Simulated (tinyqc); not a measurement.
Inside a calculation. Method: RHF in the 6-31g basis, for H2, spin multiplicity 1. Computed by tinyqc, a small Python program that keeps every step (integrals from PySCF). Settings: charge = 0, multiplicity = 1, basis = 6-31g, energy threshold = 1e-10, iteration cap = 88, orthogonalisation = symmetric, start = highest core orbitals, DIIS depth = 0, method = RHF. Command: `OMP_NUM_THREADS=1 python tinyqc.py 21203 21204 out.jsonl` (the two numbers bound the seeds that draw the settings). One thread of a shared host (Intel(R) Xeon(R) Processor @ 2.60GHz), about 0.06 s of CPU time with the checks. Later iterations appear only in the table of the cycle.

## One-electron integrals

Geometry (angstrom):
```
atom       x       y       z
H     0.0000  0.0000  0.0000
H     0.0000  0.0000  1.1270
```

Basis 6-31g: exponents (1/bohr^2) and contraction coefficients of normalised primitives:
```
element  l (shell)  exponent  coefficient
H            s (1)   18.7311       0.0335
H            s (1)    2.8254       0.2347
H            s (1)    0.6401       0.8138
H            s (2)    0.1613       1.0000
```

Overlap, kinetic and nuclear-attraction integrals over the contracted functions; the nuclear repulsion is the sum of Za Zb / Rab.

nuclear repulsion = 0.469545 hartree

overlap S, lower triangle:
```
        1H 1s   1H 2s   2H 1s   2H 2s
1H 1s  1.0000
1H 2s  0.6583  1.0000
2H 1s  0.1804  0.3627  1.0000
2H 2s  0.3627  0.6937  0.6583  1.0000
```

kinetic energy T (hartree), lower triangle:
```
         1H 1s   1H 2s   2H 1s   2H 2s
1H 1s   1.3957
1H 2s   0.2597  0.2419
2H 1s  -0.0198  0.0860  1.3957
2H 2s   0.0860  0.1269  0.2597  0.2419
```

nuclear attraction V (hartree), lower triangle:
```
         1H 1s    1H 2s    2H 1s    2H 2s
1H 1s  -2.1226
1H 2s  -1.0495  -1.0695
2H 1s  -0.3271  -0.5924  -2.1226
2H 2s  -0.5924  -0.7916  -1.0495  -1.0695
```

core Hamiltonian H = T + V (hartree), lower triangle:
```
         1H 1s    1H 2s    2H 1s    2H 2s
1H 1s  -0.7269
1H 2s  -0.7898  -0.8276
2H 1s  -0.3468  -0.5065  -0.7269
2H 2s  -0.5065  -0.6647  -0.7898  -0.8276
```

## Two-electron integrals

Functions are numbered as in S; the eight-fold symmetry (ij|kl) = (ji|kl) = (kl|ij) leaves the list below.

Two-electron integrals (ij|kl) in chemists' order, unique and non-zero (hartree):
```
(11|11) 1.0766   (21|11) 0.5785   (21|21) 0.3294   (22|11) 0.5874
(22|21) 0.3613   (22|22) 0.4532   (31|11) 0.1388   (31|21) 0.0819
(31|22) 0.0945   (31|31) 0.0299   (32|11) 0.1950   (32|21) 0.1228
(32|22) 0.1600   (32|31) 0.0497   (32|32) 0.0990   (33|11) 0.4656
(33|21) 0.3014   (33|22) 0.4144   (33|31) 0.1388   (33|32) 0.3080
(33|33) 1.0766   (41|11) 0.3080   (41|21) 0.1768   (41|22) 0.1964
(41|31) 0.0497   (41|32) 0.0769   (41|33) 0.1950   (41|41) 0.0990
(42|11) 0.3692   (42|21) 0.2298   (42|22) 0.2962   (42|31) 0.0719
(42|32) 0.1330   (42|33) 0.3692   (42|41) 0.1330   (42|42) 0.2180
(43|11) 0.3014   (43|21) 0.1937   (43|22) 0.2647   (43|31) 0.0819
(43|32) 0.1768   (43|33) 0.5785   (43|41) 0.1228   (43|42) 0.2298
(43|43) 0.3294   (44|11) 0.4144   (44|21) 0.2647   (44|22) 0.3632
(44|31) 0.0945   (44|32) 0.1964   (44|33) 0.5874   (44|41) 0.1600
(44|42) 0.2962   (44|43) 0.3613   (44|44) 0.4532
```

## Orthogonalisation

S = U s U^T; symmetric (Loewdin) form X = U s^(-1/2) U^T, so that X^T S X = 1.

eigenvalues of S: 0.1715  0.3842  0.9544  2.4898

X, lower triangle:
```
         1H 1s    1H 2s    2H 1s   2H 2s
1H 1s   1.2530
1H 2s  -0.5000   1.5895
2H 1s  -0.0101   0.0250   1.2530
2H 2s   0.0250  -0.5854  -0.5000  1.5895
```

## Starting guess

The start is the highest orbitals of the core Hamiltonian (a deliberately bad start); D = 2 C_occ C_occ^T.

D at the start, lower triangle:
```
         1H 1s    1H 2s    2H 1s   2H 2s
1H 1s   1.5602
1H 2s  -2.4250   3.7692
2H 1s  -1.5602   2.4250   1.5602
2H 2s   2.4250  -3.7692  -2.4250  3.7692
```

## Iteration 1: building the Fock matrix

J_ij = sum D_kl (ij|kl), K_ij = sum D_kl (ik|jl); F = H + J - 0.5 K; E = tr D H + tr D J / 2 - 0.25 tr D K + E_nn.

Coulomb J (hartree), lower triangle:
```
        1H 1s   1H 2s   2H 1s   2H 2s
1H 1s  1.1379
1H 2s  0.6602  0.8044
2H 1s  0.1980  0.3703  1.1379
2H 2s  0.3703  0.5770  0.6602  0.8044
```

exchange K (hartree), lower triangle:
```
         1H 1s   1H 2s   2H 1s   2H 2s
1H 1s   0.4194
1H 2s   0.0715  0.0756
2H 1s  -0.0740  0.0689  0.4194
2H 2s   0.0689  0.0330  0.0715  0.0756
```

Fock matrix F (hartree), lower triangle:
```
         1H 1s    1H 2s    2H 1s    2H 2s
1H 1s   0.2013
1H 2s  -0.1654  -0.0610
2H 1s  -0.1118  -0.1706   0.2013
2H 2s  -0.1706  -0.1042  -0.1654  -0.0610
```

total energy of this density = 1.263006 hartree

## Iteration 1: diagonalisation and new density

Diagonalise F' = X^T F X, C = X C', fill 1 alpha and 1 beta electrons from the bottom; D = 2 C_occ C_occ^T. Each column has its largest component positive (the first on a tie).

F' = X^T F X (hartree), lower triangle:
```
         1        2        3       4
1   0.5010
2  -0.3551   0.2265
3  -0.0035  -0.1139   0.5010
4  -0.1139  -0.0525  -0.3551  0.2265
```

orbital energies (hartree): MO1 -0.1604, MO2 0.1255, MO3 0.6580, MO4 0.8320

coefficients C:
```
          MO1      MO2      MO3      MO4
1H 1s  0.2367   0.1664  -0.9528   0.9106
1H 2s  0.3831   1.0980   1.1390  -0.6857
2H 1s  0.2367  -0.1664   0.9528   0.9106
2H 2s  0.3831  -1.0980  -1.1390  -0.6857
```

D after iteration 1, lower triangle:
```
        1H 1s   1H 2s   2H 1s   2H 2s
1H 1s  0.1121
1H 2s  0.1814  0.2936
2H 1s  0.1121  0.1814  0.1121
2H 2s  0.1814  0.2936  0.1814  0.2936
```

## Iteration 2: building the Fock matrix

As before.

Coulomb J (hartree), lower triangle:
```
        1H 1s   1H 2s   2H 1s   2H 2s
1H 1s  1.2166
1H 2s  0.7342  0.9035
2H 1s  0.2310  0.4227  1.2166
2H 2s  0.4227  0.6641  0.7342  0.9035
```

exchange K (hartree), lower triangle:
```
        1H 1s   1H 2s   2H 1s   2H 2s
1H 1s  0.7541
1H 2s  0.7034  0.7673
2H 1s  0.4661  0.5940  0.7541
2H 2s  0.5940  0.7134  0.7034  0.7673
```

Fock matrix F (hartree), lower triangle:
```
         1H 1s    1H 2s    2H 1s    2H 2s
1H 1s   0.1127
1H 2s  -0.4072  -0.3077
2H 1s  -0.3489  -0.3807   0.1127
2H 2s  -0.3807  -0.3574  -0.4072  -0.3077
```

total energy of this density = -1.066843 hartree

## Iteration 2: diagonalisation and new density

As before.

F' = X^T F X (hartree), lower triangle:
```
         1        2        3       4
1   0.6003
2  -0.5737   0.2252
3  -0.1848  -0.1309   0.6003
4  -0.1309  -0.1974  -0.5737  0.2252
```

orbital energies (hartree): MO1 -0.5091, MO2 0.1254, MO3 0.9523, MO4 1.0823

coefficients C:
```
          MO1      MO2      MO3      MO4
1H 1s  0.2655   0.1895   0.9026  -0.9484
1H 2s  0.3612   1.0700  -0.6975   1.1654
2H 1s  0.2655  -0.1895   0.9026   0.9484
2H 2s  0.3612  -1.0700  -0.6975  -1.1654
```

D after iteration 2, lower triangle:
```
        1H 1s   1H 2s   2H 1s   2H 2s
1H 1s  0.1410
1H 2s  0.1918  0.2609
2H 1s  0.1410  0.1918  0.1410
2H 2s  0.1918  0.2609  0.1918  0.2609
```

## Iteration 3: building the Fock matrix

As before.

Coulomb J (hartree), lower triangle:
```
        1H 1s   1H 2s   2H 1s   2H 2s
1H 1s  1.2411
1H 2s  0.7461  0.9123
2H 1s  0.2353  0.4297  1.2411
2H 2s  0.4297  0.6711  0.7461  0.9123
```

exchange K (hartree), lower triangle:
```
        1H 1s   1H 2s   2H 1s   2H 2s
1H 1s  0.7898
1H 2s  0.7186  0.7638
2H 1s  0.4846  0.6058  0.7898
2H 2s  0.6058  0.7103  0.7186  0.7638
```

Fock matrix F (hartree), lower triangle:
```
         1H 1s    1H 2s    2H 1s    2H 2s
1H 1s   0.1193
1H 2s  -0.4030  -0.2972
2H 1s  -0.3538  -0.3796   0.1193
2H 2s  -0.3796  -0.3488  -0.4030  -0.2972
```

total energy of this density = -1.070257 hartree

## Iteration 3: diagonalisation and new density

As before.

F' = X^T F X (hartree), lower triangle:
```
         1        2        3       4
1   0.6080
2  -0.5750   0.2351
3  -0.1919  -0.1318   0.6080
4  -0.1318  -0.1928  -0.5750  0.2351
```

orbital energies (hartree): MO1 -0.5019, MO2 0.1332, MO3 0.9603, MO4 1.0946

coefficients C:
```
          MO1      MO2      MO3      MO4
1H 1s  0.2700   0.1853   0.9013  -0.9493
1H 2s  0.3577   1.0752  -0.6993   1.1606
2H 1s  0.2700  -0.1853   0.9013   0.9493
2H 2s  0.3577  -1.0752  -0.6993  -1.1606
```

D after iteration 3, lower triangle:
```
        1H 1s   1H 2s   2H 1s   2H 2s
1H 1s  0.1458
1H 2s  0.1932  0.2559
2H 1s  0.1458  0.1932  0.1458
2H 2s  0.1932  0.2559  0.1932  0.2559
```

## Iteration 4: building the Fock matrix

As before.

Coulomb J (hartree), lower triangle:
```
        1H 1s   1H 2s   2H 1s   2H 2s
1H 1s  1.2449
1H 2s  0.7479  0.9136
2H 1s  0.2360  0.4308  1.2449
2H 2s  0.4308  0.6721  0.7479  0.9136
```

exchange K (hartree), lower triangle:
```
        1H 1s   1H 2s   2H 1s   2H 2s
1H 1s  0.7953
1H 2s  0.7208  0.7632
2H 1s  0.4875  0.6075  0.7953
2H 2s  0.6075  0.7097  0.7208  0.7632
```

Fock matrix F (hartree), lower triangle:
```
         1H 1s    1H 2s    2H 1s    2H 2s
1H 1s   0.1204
1H 2s  -0.4023  -0.2955
2H 1s  -0.3545  -0.3794   0.1204
2H 2s  -0.3794  -0.3474  -0.4023  -0.2955
```

total energy of this density = -1.070341 hartree

## Iteration 4: diagonalisation and new density

As before.

F' = X^T F X (hartree), lower triangle:
```
         1        2        3       4
1   0.6092
2  -0.5752   0.2367
3  -0.1930  -0.1319   0.6092
4  -0.1319  -0.1920  -0.5752  0.2367
```

orbital energies (hartree): MO1 -0.5007, MO2 0.1344, MO3 0.9615, MO4 1.0965

coefficients C:
```
          MO1      MO2      MO3      MO4
1H 1s  0.2707   0.1846   0.9011  -0.9494
1H 2s  0.3571   1.0760  -0.6996   1.1599
2H 1s  0.2707  -0.1846   0.9011   0.9494
2H 2s  0.3571  -1.0760  -0.6996  -1.1599
```

D after iteration 4, lower triangle:
```
        1H 1s   1H 2s   2H 1s   2H 2s
1H 1s  0.1466
1H 2s  0.1934  0.2551
2H 1s  0.1466  0.1934  0.1466
2H 2s  0.1934  0.2551  0.1934  0.2551
```

## Iteration 8 (converged): orbitals

converged F (hartree), lower triangle:
```
         1H 1s    1H 2s    2H 1s    2H 2s
1H 1s   0.1206
1H 2s  -0.4021  -0.2952
2H 1s  -0.3547  -0.3794   0.1206
2H 2s  -0.3794  -0.3471  -0.4021  -0.2952
```

As before.

F' = X^T F X (hartree), lower triangle:
```
         1        2        3       4
1   0.6095
2  -0.5752   0.2370
3  -0.1932  -0.1319   0.6095
4  -0.1319  -0.1919  -0.5752  0.2370
```

orbital energies (hartree): MO1 -0.5004, MO2 0.1347, MO3 0.9617, MO4 1.0969

coefficients C:
```
          MO1      MO2      MO3      MO4
1H 1s  0.2709   0.1845   0.9010  -0.9494
1H 2s  0.3570   1.0761  -0.6996   1.1597
2H 1s  0.2709  -0.1845   0.9010   0.9494
2H 2s  0.3570  -1.0761  -0.6996  -1.1597
```

D after iteration 8, lower triangle:
```
        1H 1s   1H 2s   2H 1s   2H 2s
1H 1s  0.1467
1H 2s  0.1934  0.2550
2H 1s  0.1467  0.1934  0.1467
2H 2s  0.1934  0.2550  0.1934  0.2550
```

## Convergence

Stop when the energy changes by less than 1e-10 hartree and every element of the error matrix X^T (F D S - S D F) X is below 3e-06.

Course of the cycle:
```
iteration  E (hartree)     change  largest element of the error matrix
1             1.263006          -                             1.26e-01
2            -1.066843  -2.33e+00                             4.64e-02
3            -1.070257  -3.41e-03                             7.27e-03
4            -1.070341  -8.37e-05                             1.14e-03
5            -1.070343  -2.06e-06                             1.79e-04
6            -1.070343  -5.05e-08                             2.80e-05
7            -1.070343  -1.24e-09                             4.39e-06
8            -1.070343  -3.05e-11                             6.88e-07
```

PySCF RHF in the same basis = -1.070343 hartree

Converged in 8 iterations.

## Populations, bond orders and dipole

Mulliken: Z minus the diagonal of D S on the atom; Loewdin: the same with S^(1/2) D S^(1/2); Mayer order: 2 sum_s sum (D(s) S)_ij (D(s) S)_ji over the two atoms.

Charges (e):
```
atom  Mulliken  Loewdin
1H           0        0
2H      0.0000        0
```

Mayer bond orders:
```
pair   order
2-1   1.0000
```

dipole moment about the origin, x y z (debye): 0.0000  0.0000  0.0000
